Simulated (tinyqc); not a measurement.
Worked calculation (part 1 of 3): UHF in the sto-3g basis, for BeH+, spin multiplicity 1. This run ends on a higher stationary point, not on the lowest solution. Computed by tinyqc, a small Python program that keeps every step (integrals from PySCF). Settings: charge = 1, multiplicity = 1, basis = sto-3g, energy threshold = 1e-10, iteration cap = 53, orthogonalisation = canonical, start = core, DIIS depth = 4, method = UHF, break = 0.7. Command: `OMP_NUM_THREADS=1 python tinyqc.py 21502 21503 out.jsonl` (the two numbers bound the seeds that draw the settings). One thread of a shared host (Intel(R) Xeon(R) Processor @ 2.60GHz), about 0.2 s of CPU time with the checks. Later iterations appear only in the table of the cycle.

## One-electron integrals

Geometry (angstrom):
```
atom        x        y        z
Be    0.00000  0.00000  0.00000
H     0.00000  0.00000  1.85000
```

Basis sto-3g: exponents (1/bohr^2) and contraction coefficients of normalised primitives:
```
element  l (shell)  exponent  coefficient
Be           s (1)  30.16787      0.15433
Be           s (1)   5.49512      0.53533
Be           s (1)   1.48719      0.44463
Be           s (2)   1.31483     -0.09997
Be           s (2)   0.30554      0.39951
Be           s (2)   0.09937      0.70012
Be           p (3)   1.31483      0.15592
Be           p (3)   0.30554      0.60768
Be           p (3)   0.09937      0.39196
H            s (1)   3.42525      0.15433
H            s (1)   0.62391      0.53533
H            s (1)   0.16886      0.44463
```

Overlap, kinetic and nuclear-attraction integrals over the contracted functions; the nuclear repulsion is the sum of Za Zb / Rab.

nuclear repulsion = 1.1441669 hartree

overlap S, order 1Be 1s, 1Be 2s, 1Be 2px, 1Be 2py, 1Be 2pz, 2H 1s:
```
[[1.00000, 0.25952, 0.00000, 0.00000, 0.00000, 0.02258],
 [0.25952, 1.00000, 0.00000, 0.00000, 0.00000, 0.27586],
 [0.00000, 0.00000, 1.00000, 0.00000, 0.00000, 0.00000],
 [0.00000, 0.00000, 0.00000, 1.00000, 0.00000, 0.00000],
 [0.00000, 0.00000, 0.00000, 0.00000, 1.00000, 0.35988],
 [0.02258, 0.27586, 0.00000, 0.00000, 0.35988, 1.00000]]
```

kinetic energy T (hartree), order 1Be 1s, 1Be 2s, 1Be 2px, 1Be 2py, 1Be 2pz, 2H 1s:
```
[[6.69397, -0.03301, 0.00000, 0.00000, 0.00000, -0.00690],
 [-0.03301, 0.21111, 0.00000, 0.00000, 0.00000, 0.01428],
 [0.00000, 0.00000, 0.66059, 0.00000, 0.00000, 0.00000],
 [0.00000, 0.00000, 0.00000, 0.66059, 0.00000, 0.00000],
 [0.00000, 0.00000, 0.00000, 0.00000, 0.66059, 0.06458],
 [-0.00690, 0.01428, 0.00000, 0.00000, 0.06458, 0.76003]]
```

nuclear attraction V (hartree), order 1Be 1s, 1Be 2s, 1Be 2px, 1Be 2py, 1Be 2pz, 2H 1s:
```
[[-14.84713, -1.97348, 0.00000, 0.00000, -0.00944, -0.17093],
 [-1.97348, -2.59523, 0.00000, 0.00000, -0.09521, -0.63152],
 [0.00000, 0.00000, -2.55465, 0.00000, 0.00000, 0.00000],
 [0.00000, 0.00000, 0.00000, -2.55465, 0.00000, 0.00000],
 [-0.00944, -0.09521, 0.00000, 0.00000, -2.62029, -0.80318],
 [-0.17093, -0.63152, 0.00000, 0.00000, -0.80318, -2.36986]]
```

core Hamiltonian H = T + V (hartree), order 1Be 1s, 1Be 2s, 1Be 2px, 1Be 2py, 1Be 2pz, 2H 1s:
```
[[-8.15316, -2.00649, 0.00000, 0.00000, -0.00944, -0.17783],
 [-2.00649, -2.38412, 0.00000, 0.00000, -0.09521, -0.61724],
 [0.00000, 0.00000, -1.89406, 0.00000, 0.00000, 0.00000],
 [0.00000, 0.00000, 0.00000, -1.89406, 0.00000, 0.00000],
 [-0.00944, -0.09521, 0.00000, 0.00000, -1.95970, -0.73860],
 [-0.17783, -0.61724, 0.00000, 0.00000, -0.73860, -1.60983]]
```

## Two-electron integrals

Functions are numbered as in S; the eight-fold symmetry (ij|kl) = (ji|kl) = (kl|ij) leaves the list below.

Two-electron integrals (ij|kl) in chemists' order, unique and non-zero (hartree):
```
(11|11) 2.29883   (21|11) 0.39204   (21|21) 0.07954   (22|11) 0.57099
(22|21) 0.14304   (22|22) 0.41768   (31|31) 0.01461   (32|31) 0.02189
(32|32) 0.09226   (33|11) 0.56958   (33|21) 0.14308   (33|22) 0.41759
(33|33) 0.44986   (41|41) 0.01461   (42|41) 0.02189   (42|42) 0.09226
(43|43) 0.02425   (44|11) 0.56958   (44|21) 0.14308   (44|22) 0.41759
(44|33) 0.40136   (44|44) 0.44986   (51|51) 0.01461   (52|51) 0.02189
(52|52) 0.09226   (53|53) 0.02425   (54|54) 0.02425   (55|11) 0.56958
(55|21) 0.14308   (55|22) 0.41759   (55|33) 0.40136   (55|44) 0.40136
(55|55) 0.44986   (61|11) 0.03362   (61|21) 0.00682   (61|22) 0.01238
(61|33) 0.01230   (61|44) 0.01230   (61|51) 0.00062   (61|52) 0.00117
(61|55) 0.01255   (61|61) 0.00061   (62|11) 0.11154   (62|21) 0.02851
(62|22) 0.09498   (62|33) 0.09107   (62|44) 0.09107   (62|51) 0.00364
(62|52) 0.02522   (62|55) 0.10271   (62|61) 0.00271   (62|62) 0.03734
(63|31) 0.00217   (63|32) 0.01112   (63|53) 0.00400   (63|63) 0.00274
(64|41) 0.00217   (64|42) 0.01112   (64|54) 0.00400   (64|64) 0.00274
(65|11) 0.13226   (65|21) 0.03412   (65|22) 0.11844   (65|33) 0.11164
(65|44) 0.11164   (65|51) 0.00572   (65|52) 0.03859   (65|55) 0.13191
(65|61) 0.00334   (65|62) 0.05199   (65|65) 0.07363   (66|11) 0.28575
(66|21) 0.07411   (66|22) 0.27723   (66|33) 0.25908   (66|44) 0.25908
(66|51) 0.00931   (66|52) 0.08760   (66|55) 0.31312   (66|61) 0.00708
(66|62) 0.14845   (66|65) 0.21627   (66|66) 0.77461
```

## Orthogonalisation

S = U s U^T; canonical form X = U s^(-1/2), so that X^T S X = 1. Each column of U has its largest component positive (the first on a tie).

eigenvalues of S: [0.52195, 0.79959, 1.00000, 1.00000, 1.18419, 1.49427]

X, order 1Be 1s, 1Be 2s, 1Be 2px, 1Be 2py, 1Be 2pz, 2H 1s:
```
[[0.34273, 0.74767, 0.00000, 0.00000, 0.58148, 0.24722],
 [-0.71042, -0.55101, 0.00000, 0.00000, 0.43503, 0.42484],
 [0.00000, 0.00000, 0.69913, 0.71500, 0.00000, 0.00000],
 [0.00000, 0.00000, 0.71500, -0.69913, 0.00000, 0.00000],
 [-0.68408, 0.54422, 0.00000, 0.00000, -0.50127, 0.38490],
 [0.90872, -0.30307, 0.00000, 0.00000, -0.25656, 0.52865]]
```

Within a degenerate level the vectors are fixed only up to a rotation; this is one choice.

## Starting guess

The start is the orbitals of the core Hamiltonian, with HOMO and LUMO mixed by +/-0.7 rad for the two spins; D(s) = C_occ C_occ^T for each spin.

D(alpha) at the start, order 1Be 1s, 1Be 2s, 1Be 2px, 1Be 2py, 1Be 2pz, 2H 1s:
```
[[1.03457, -0.12167, -0.08627, 0.05237, -0.06995, 0.00479],
 [-0.12167, 0.41802, 0.35587, -0.21603, 0.28745, -0.00248],
 [-0.08627, 0.35587, 0.30326, -0.18409, 0.24495, -0.00204],
 [0.05237, -0.21603, -0.18409, 0.11175, -0.14870, 0.00124],
 [-0.06995, 0.28745, 0.24495, -0.14870, 0.19785, -0.00165],
 [0.00479, -0.00248, -0.00204, 0.00124, -0.00165, 0.00003]]
```

D(beta) at the start, order 1Be 1s, 1Be 2s, 1Be 2px, 1Be 2py, 1Be 2pz, 2H 1s:
```
[[1.03457, -0.12167, 0.08627, -0.05237, -0.06995, 0.00479],
 [-0.12167, 0.41802, -0.35587, 0.21603, 0.28745, -0.00248],
 [0.08627, -0.35587, 0.30326, -0.18409, -0.24495, 0.00204],
 [-0.05237, 0.21603, -0.18409, 0.11175, 0.14870, -0.00124],
 [-0.06995, 0.28745, -0.24495, 0.14870, 0.19785, -0.00165],
 [0.00479, -0.00248, 0.00204, -0.00124, -0.00165, 0.00003]]
```

## Iteration 1: building the Fock matrix

J_ij = sum D_kl (ij|kl) with D = D(alpha) + D(beta), K_ij = sum D_kl (ik|jl) for each spin; F = H + J - K(s); E = tr D H + tr D J / 2 - 0.5 sum_s tr D(s) K(s) + E_nn.

Coulomb J (hartree), order 1Be 1s, 1Be 2s, 1Be 2px, 1Be 2py, 1Be 2pz, 2H 1s:
```
[[5.74003, 1.06707, 0.00000, 0.00000, 0.02102, 0.09291],
 [1.06707, 1.97143, 0.00000, 0.00000, 0.09948, 0.43988],
 [0.00000, 0.00000, 1.97801, -0.01786, 0.00000, 0.00000],
 [0.00000, 0.00000, -0.01786, 1.95944, 0.00000, 0.00000],
 [0.02102, 0.09948, 0.00000, 0.00000, 1.96755, 0.54279],
 [0.09291, 0.43988, 0.00000, 0.00000, 0.54279, 1.22132]]
```

exchange K(alpha) (hartree), order 1Be 1s, 1Be 2s, 1Be 2px, 1Be 2py, 1Be 2pz, 2H 1s:
```
[[2.32540, 0.40011, 0.00828, -0.00503, 0.00708, 0.03706],
 [0.40011, 0.27835, 0.16700, -0.10138, 0.13461, 0.09222],
 [0.00828, 0.16700, 0.19224, -0.07835, 0.10402, 0.06291],
 [-0.00503, -0.10138, -0.07835, 0.11073, -0.06314, -0.03819],
 [0.00708, 0.13461, 0.10402, -0.06314, 0.14685, 0.07678],
 [0.03706, 0.09222, 0.06291, -0.03819, 0.07678, 0.05936]]
```

exchange K(beta) (hartree), order 1Be 1s, 1Be 2s, 1Be 2px, 1Be 2py, 1Be 2pz, 2H 1s:
```
[[2.32540, 0.40011, -0.00828, 0.00503, 0.00708, 0.03706],
 [0.40011, 0.27835, -0.16700, 0.10138, 0.13461, 0.09222],
 [-0.00828, -0.16700, 0.19224, -0.07835, -0.10402, -0.06291],
 [0.00503, 0.10138, -0.07835, 0.11073, 0.06314, 0.03819],
 [0.00708, 0.13461, -0.10402, 0.06314, 0.14685, 0.07678],
 [0.03706, 0.09222, -0.06291, 0.03819, 0.07678, 0.05936]]
```

F(alpha) (hartree), order 1Be 1s, 1Be 2s, 1Be 2px, 1Be 2py, 1Be 2pz, 2H 1s:
```
[[-4.73853, -1.33953, -0.00828, 0.00503, 0.00450, -0.12198],
 [-1.33953, -0.69104, -0.16700, 0.10138, -0.13034, -0.26958],
 [-0.00828, -0.16700, -0.10828, 0.06050, -0.10402, -0.06291],
 [0.00503, 0.10138, 0.06050, -0.04535, 0.06314, 0.03819],
 [0.00450, -0.13034, -0.10402, 0.06314, -0.13900, -0.27260],
 [-0.12198, -0.26958, -0.06291, 0.03819, -0.27260, -0.44786]]
```

F(beta) (hartree), order 1Be 1s, 1Be 2s, 1Be 2px, 1Be 2py, 1Be 2pz, 2H 1s:
```
[[-4.73853, -1.33953, 0.00828, -0.00503, 0.00450, -0.12198],
 [-1.33953, -0.69104, 0.16700, -0.10138, -0.13034, -0.26958],
 [0.00828, 0.16700, -0.10828, 0.06050, 0.10402, 0.06291],
 [-0.00503, -0.10138, 0.06050, -0.04535, -0.06314, -0.03819],
 [0.00450, -0.13034, 0.10402, -0.06314, -0.13900, -0.27260],
 [-0.12198, -0.26958, 0.06291, -0.03819, -0.27260, -0.44786]]
```

total energy of this density = -14.2802405 hartree

## Iteration 1: diagonalisation and new density

Diagonalise F' = X^T F X, C = X C', fill 2 alpha and 2 beta electrons from the bottom; D(s) = C_occ C_occ^T. Each column has its largest component positive (the first on a tie).

F' = X^T F X (alpha) (hartree):
```
[[-0.20575, -0.52998, 0.03441, 0.14789, -0.46369, -0.30701],
 [-0.52998, -1.70028, 0.01280, 0.05501, -1.92598, -0.88751],
 [0.03441, 0.01280, -0.01563, -0.03010, -0.00244, -0.03878],
 [0.14789, 0.05501, -0.03010, -0.13800, -0.01047, -0.16668],
 [-0.46369, -1.92598, -0.00244, -0.01047, -2.39436, -1.15313],
 [-0.30701, -0.88751, -0.03878, -0.16668, -1.15313, -1.14714]]
```

orbital energies (alpha) (hartree): [-4.74156, -0.61569, -0.27391, -0.05545, -0.00862, 0.09407]

coefficients C (alpha), order 1Be 1s, 1Be 2s, 1Be 2px, 1Be 2py, 1Be 2pz, 2H 1s:
```
[[0.99252, -0.17222, 0.16026, 0.16721, 0.00000, -0.08549],
 [0.02782, 0.55608, -0.63494, -0.57753, 0.00000, 0.36243],
 [0.00277, 0.32486, -0.41981, 0.48314, 0.51892, -0.46424],
 [-0.00168, -0.19721, 0.25485, -0.29329, 0.85482, 0.28181],
 [0.00101, 0.30185, -0.00778, 0.60076, 0.00000, 0.84349],
 [-0.00357, 0.47802, 0.81708, -0.16997, 0.00000, -0.58129]]
```

F' = X^T F X (beta) (hartree):
```
[[-0.20575, -0.52998, -0.03441, -0.14789, -0.46369, -0.30701],
 [-0.52998, -1.70028, -0.01280, -0.05501, -1.92598, -0.88751],
 [-0.03441, -0.01280, -0.01563, -0.03010, 0.00244, 0.03878],
 [-0.14789, -0.05501, -0.03010, -0.13800, 0.01047, 0.16668],
 [-0.46369, -1.92598, 0.00244, 0.01047, -2.39436, -1.15313],
 [-0.30701, -0.88751, 0.03878, 0.16668, -1.15313, -1.14714]]
```

orbital energies (beta) (hartree): [-4.74156, -0.61569, -0.27391, -0.05545, -0.00862, 0.09407]

coefficients C (beta), order 1Be 1s, 1Be 2s, 1Be 2px, 1Be 2py, 1Be 2pz, 2H 1s:
```
[[0.99252, -0.17222, 0.16026, 0.16721, 0.00000, -0.08549],
 [0.02782, 0.55608, -0.63494, -0.57753, 0.00000, 0.36243],
 [-0.00277, -0.32486, 0.41981, -0.48314, 0.51892, 0.46424],
 [0.00168, 0.19721, -0.25485, 0.29329, 0.85482, -0.28181],
 [0.00101, 0.30185, -0.00778, 0.60076, 0.00000, 0.84349],
 [-0.00357, 0.47802, 0.81708, -0.16997, 0.00000, -0.58129]]
```

D(alpha) after iteration 1, order 1Be 1s, 1Be 2s, 1Be 2px, 1Be 2py, 1Be 2pz, 2H 1s:
```
[[1.01475, -0.06816, -0.05319, 0.03229, -0.05098, -0.08586],
 [-0.06816, 0.31000, 0.18073, -0.10971, 0.16788, 0.26571],
 [-0.05319, 0.18073, 0.10554, -0.06407, 0.09806, 0.15528],
 [0.03229, -0.10971, -0.06407, 0.03889, -0.05953, -0.09426],
 [-0.05098, 0.16788, 0.09806, -0.05953, 0.09111, 0.14429],
 [-0.08586, 0.26571, 0.15528, -0.09426, 0.14429, 0.22851]]
```

D(beta) after iteration 1, order 1Be 1s, 1Be 2s, 1Be 2px, 1Be 2py, 1Be 2pz, 2H 1s:
```
[[1.01475, -0.06816, 0.05319, -0.03229, -0.05098, -0.08586],
 [-0.06816, 0.31000, -0.18073, 0.10971, 0.16788, 0.26571],
 [0.05319, -0.18073, 0.10554, -0.06407, -0.09806, -0.15528],
 [-0.03229, 0.10971, -0.06407, 0.03889, 0.05953, 0.09426],
 [-0.05098, 0.16788, -0.09806, 0.05953, 0.09111, 0.14429],
 [-0.08586, 0.26571, -0.15528, 0.09426, 0.14429, 0.22851]]
```

## Iteration 2: building the Fock matrix

As before.

Coulomb J (hartree), order 1Be 1s, 1Be 2s, 1Be 2px, 1Be 2py, 1Be 2pz, 2H 1s:
```
[[5.49485, 1.01157, 0.00000, 0.00000, 0.02294, 0.08838],
 [1.01157, 1.86726, 0.00000, 0.00000, 0.14621, 0.47531],
 [0.00000, 0.00000, 1.85058, -0.00621, 0.00000, 0.00000],
 [0.00000, 0.00000, -0.00621, 1.84411, 0.00000, 0.00000],
 [0.02294, 0.14621, 0.00000, 0.00000, 1.89786, 0.60903],
 [0.08838, 0.47531, 0.00000, 0.00000, 0.60903, 1.55462]]
```

exchange K(alpha) (hartree), order 1Be 1s, 1Be 2s, 1Be 2px, 1Be 2py, 1Be 2pz, 2H 1s:
```
[[2.30556, 0.40499, 0.00099, -0.00060, -0.00072, 0.03456],
 [0.40499, 0.27382, 0.09924, -0.06024, 0.14439, 0.19207],
 [0.00099, 0.09924, 0.09839, -0.02727, 0.05969, 0.06969],
 [-0.00060, -0.06024, -0.02727, 0.07002, -0.03624, -0.04231],
 [-0.00072, 0.14439, 0.05969, -0.03624, 0.15935, 0.18474],
 [0.03456, 0.19207, 0.06969, -0.04231, 0.18474, 0.35314]]
```

exchange K(beta) (hartree), order 1Be 1s, 1Be 2s, 1Be 2px, 1Be 2py, 1Be 2pz, 2H 1s:
```
[[2.30556, 0.40499, -0.00099, 0.00060, -0.00072, 0.03456],
 [0.40499, 0.27382, -0.09924, 0.06024, 0.14439, 0.19207],
 [-0.00099, -0.09924, 0.09839, -0.02727, -0.05969, -0.06969],
 [0.00060, 0.06024, -0.02727, 0.07002, 0.03624, 0.04231],
 [-0.00072, 0.14439, -0.05969, 0.03624, 0.15935, 0.18474],
 [0.03456, 0.19207, -0.06969, 0.04231, 0.18474, 0.35314]]
```

F(alpha) (hartree), order 1Be 1s, 1Be 2s, 1Be 2px, 1Be 2py, 1Be 2pz, 2H 1s:
```
[[-4.96387, -1.39992, -0.00099, 0.00060, 0.01421, -0.12401],
 [-1.39992, -0.79068, -0.09924, 0.06024, -0.09339, -0.33400],
 [-0.00099, -0.09924, -0.14187, 0.02105, -0.05969, -0.06969],
 [0.00060, 0.06024, 0.02105, -0.11997, 0.03624, 0.04231],
 [0.01421, -0.09339, -0.05969, 0.03624, -0.22118, -0.31430],
 [-0.12401, -0.33400, -0.06969, 0.04231, -0.31430, -0.40835]]
```

F(beta) (hartree), order 1Be 1s, 1Be 2s, 1Be 2px, 1Be 2py, 1Be 2pz, 2H 1s:
```
[[-4.96387, -1.39992, 0.00099, -0.00060, 0.01421, -0.12401],
 [-1.39992, -0.79068, 0.09924, -0.06024, -0.09339, -0.33400],
 [0.00099, 0.09924, -0.14187, 0.02105, 0.05969, 0.06969],
 [-0.00060, -0.06024, 0.02105, -0.11997, -0.03624, -0.04231],
 [0.01421, -0.09339, 0.05969, -0.03624, -0.22118, -0.31430],
 [-0.12401, -0.33400, 0.06969, -0.04231, -0.31430, -0.40835]]
```

total energy of this density = -14.5578536 hartree

## Iteration 2: DIIS over 2 matrices

error matrix X^T (FDS - SDF) X (alpha):
```
[[0.00000, -0.00182, 0.00119, 0.00511, -0.00418, -0.00479],
 [0.00182, 0.00000, 0.00518, 0.02226, 0.00154, 0.01555],
 [-0.00119, -0.00518, 0.00000, 0.00000, -0.00019, 0.01337],
 [-0.00511, -0.02226, 0.00000, 0.00000, -0.00082, 0.05749],
 [0.00418, -0.00154, 0.00019, 0.00082, 0.00000, -0.00911],
 [0.00479, -0.01555, -0.01337, -0.05749, 0.00911, 0.00000]]
```

B (overlaps of the stored error matrices):
```
[[2.2366261e-01, 3.9168825e-02],
 [3.9168825e-02, 1.7619842e-02]]
```

Minimise |sum c_i e_i|^2 with sum c_i = 1: solve [B -1; -1 0][c; lambda] = [0; -1] with B_ij = tr e_i^T e_j summed over both spins, and take F = sum c_i F_i.

DIIS coefficients: [-0.13225, 1.13225]

extrapolated F(alpha) (hartree), order 1Be 1s, 1Be 2s, 1Be 2px, 1Be 2py, 1Be 2pz, 2H 1s:
```
[[-4.99367, -1.40790, -0.00002, 0.00001, 0.01549, -0.12428],
 [-1.40790, -0.80385, -0.09028, 0.05480, -0.08850, -0.34252],
 [-0.00002, -0.09028, -0.14631, 0.01584, -0.05383, -0.07059],
 [0.00001, 0.05480, 0.01584, -0.12984, 0.03268, 0.04285],
 [0.01549, -0.08850, -0.05383, 0.03268, -0.23205, -0.31982],
 [-0.12428, -0.34252, -0.07059, 0.04285, -0.31982, -0.40312]]
```

extrapolated F(beta) (hartree), order 1Be 1s, 1Be 2s, 1Be 2px, 1Be 2py, 1Be 2pz, 2H 1s:
```
[[-4.99367, -1.40790, 0.00002, -0.00001, 0.01549, -0.12428],
 [-1.40790, -0.80385, 0.09028, -0.05480, -0.08850, -0.34252],
 [0.00002, 0.09028, -0.14631, 0.01584, 0.05383, 0.07059],
 [-0.00001, -0.05480, 0.01584, -0.12984, -0.03268, -0.04285],
 [0.01549, -0.08850, 0.05383, -0.03268, -0.23205, -0.31982],
 [-0.12428, -0.34252, 0.07059, -0.04285, -0.31982, -0.40312]]
```

## Iteration 2: diagonalisation and new density

As before.

F' = X^T F X (alpha) (hartree):
```
[[-0.07899, -0.58560, 0.00976, 0.04193, -0.53769, -0.27168],
 [-0.58560, -1.86815, 0.01109, 0.04765, -1.96094, -0.92006],
 [0.00976, 0.01109, -0.12206, -0.00788, 0.00154, -0.02555],
 [0.04193, 0.04765, -0.00788, -0.15410, 0.00662, -0.10983],
 [-0.53769, -1.96094, 0.00154, 0.00662, -2.57684, -1.21603],
 [-0.27168, -0.92006, -0.02555, -0.10983, -1.21603, -1.23554]]
```

orbital energies (alpha) (hartree): [-4.99669, -0.64773, -0.24857, -0.12417, -0.12022, 0.10170]

coefficients C (alpha), order 1Be 1s, 1Be 2s, 1Be 2px, 1Be 2py, 1Be 2pz, 2H 1s:
```
[[0.99272, -0.18385, -0.20261, 0.06127, 0.00000, 0.10769],
 [0.02705, 0.60328, 0.74207, -0.19883, 0.00000, -0.47241],
 [0.00045, 0.21367, 0.10604, 0.81519, 0.51892, 0.09636],
 [-0.00027, -0.12971, -0.06437, -0.49486, 0.85482, -0.05850],
 [-0.00177, 0.27847, -0.57190, 0.10365, 0.00000, -0.86499],
 [-0.00305, 0.50479, -0.37364, -0.19151, 0.00000, 0.91204]]
```

F' = X^T F X (beta) (hartree):
```
[[-0.07899, -0.58560, -0.00976, -0.04193, -0.53769, -0.27168],
 [-0.58560, -1.86815, -0.01109, -0.04765, -1.96094, -0.92006],
 [-0.00976, -0.01109, -0.12206, -0.00788, -0.00154, 0.02555],
 [-0.04193, -0.04765, -0.00788, -0.15410, -0.00662, 0.10983],
 [-0.53769, -1.96094, -0.00154, -0.00662, -2.57684, -1.21603],
 [-0.27168, -0.92006, 0.02555, 0.10983, -1.21603, -1.23554]]
```

orbital energies (beta) (hartree): [-4.99669, -0.64773, -0.24857, -0.12417, -0.12022, 0.10170]

coefficients C (beta), order 1Be 1s, 1Be 2s, 1Be 2px, 1Be 2py, 1Be 2pz, 2H 1s:
```
[[0.99272, -0.18385, -0.20261, -0.06127, 0.00000, 0.10769],
 [0.02705, 0.60328, 0.74207, 0.19883, 0.00000, -0.47241],
 [-0.00045, -0.21367, -0.10604, 0.81519, 0.51892, -0.09636],
 [0.00027, 0.12971, 0.06437, -0.49486, 0.85482, 0.05850],
 [-0.00177, 0.27847, -0.57190, -0.10365, 0.00000, -0.86499],
 [-0.00305, 0.50479, -0.37364, 0.19151, 0.00000, 0.91204]]
```

D(alpha) after iteration 2, order 1Be 1s, 1Be 2s, 1Be 2px, 1Be 2py, 1Be 2pz, 2H 1s:
```
[[1.01929, -0.08406, -0.03884, 0.02358, -0.05296, -0.09583],
 [-0.08406, 0.36467, 0.12891, -0.07826, 0.16794, 0.30444],
 [-0.03884, 0.12891, 0.04565, -0.02771, 0.05950, 0.10786],
 [0.02358, -0.07826, -0.02771, 0.01682, -0.03612, -0.06547],
 [-0.05296, 0.16794, 0.05950, -0.03612, 0.07755, 0.14057],
 [-0.09583, 0.30444, 0.10786, -0.06547, 0.14057, 0.25482]]
```

D(beta) after iteration 2, order 1Be 1s, 1Be 2s, 1Be 2px, 1Be 2py, 1Be 2pz, 2H 1s:
```
[[1.01929, -0.08406, 0.03884, -0.02358, -0.05296, -0.09583],
 [-0.08406, 0.36467, -0.12891, 0.07826, 0.16794, 0.30444],
 [0.03884, -0.12891, 0.04565, -0.02771, -0.05950, -0.10786],
 [-0.02358, 0.07826, -0.02771, 0.01682, 0.03612, 0.06547],
 [-0.05296, 0.16794, -0.05950, 0.03612, 0.07755, 0.14057],
 [-0.09583, 0.30444, -0.10786, 0.06547, 0.14057, 0.25482]]
```
